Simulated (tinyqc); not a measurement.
Inside a calculation. Model: lossy package transmission line with skin effect.

Numbers from tinyqc (`OMP_NUM_THREADS=1 python tinyqc.py 2810123 2810124 out.jsonl`; about 0.01 s on one thread of a shared Intel Xeon 2.30GHz). Printed values are rounded.

A uniform line in a homogeneous dielectric: c = sqrt(er)/(c0 Z0), l = Z0 sqrt(er)/c0 (c0 = 299792458 m/s), g = w c td, w = 2 pi f. The resistance joins its limits as r = sqrt(r_dc^2 + r_hf^2), with r_dc = rho/(wd th), r_hf = kr rho/(2 delta (wd + th)), delta = sqrt(rho/(pi f mu0)), mu0 = 4 pi 1e-7 H/m; this is an interpolation, and internal inductance, up to 0.05 nH/mm at low frequency, is neglected.

Inputs (values chosen for the exercise):

| symbol | value | unit | meaning |
|---|---|---|---|
| wd | 98 | um | width of the strip |
| th | 12 | um | thickness of the strip |
| rho | 2 | uohm cm | resistivity |
| er | 3.5 |  | relative permittivity |
| td | 0.005 |  | loss tangent |
| Z0 | 50 | ohm | lossless impedance sqrt(l/c) |
| kr | 1.2 |  | factor for crowding and the return path |
| len | 5.8 | mm | length |
| Rg | 10 | ohm | source resistance |
| RL | 100 | ohm | load resistance |
| CL | 300 | fF | load capacitance |
| f | 19 | GHz | frequency |

## Line constants

delta, r_dc, r_hf, r, l, c and g as defined.

delta = 0.516367 um
r_dc = 0.0170068 ohm/mm
r_hf = 0.211266 ohm/mm
r = 0.211950 ohm/mm
l = 0.312021 nH/mm
c = 124.808 pF/m
g = 0.0744984 S/m

r is 12.5 times r_dc; the skin depth is 0.0430 of the thickness.

## Propagation constant and impedance

gamma = sqrt((r + i w l)(g + i w c)) = alpha + i beta, Zc = sqrt((r + i w l)/(g + i w c)), roots with positive real part; loss 8.685889638 alpha in dB; phase velocity w/beta.

gamma len = 0.02310+4.32091i
Zc = 50.0001-0.0173i ohm
loss = 0.0345868 dB/mm
phase velocity over c0 = 0.534522
r/(w l) = 0.00569005

r is below w l; the low-loss estimate 8.686 (r/(2 Z0) + g Z0/2) gives 0.0346 dB/mm.

## Reflection, input impedance and transfer

ZL = 1/(1/RL + i w CL); reflection (ZL - Zc)/(ZL + Zc); Zin = Zc (ZL + Zc tanh(gamma len))/(Zc + ZL tanh(gamma len)); H = V_load/V_source = [Zin/(Zin + Rg)]/[cosh(gamma len) + (Zc/ZL) sinh(gamma len)].

ZL = 7.2325-25.9025i ohm
reflection at the load = -0.450110-0.656129i
Zin = 11.4288+40.3489i ohm
H = 0.560015+0.372856i
|H| = -3.44248 dB
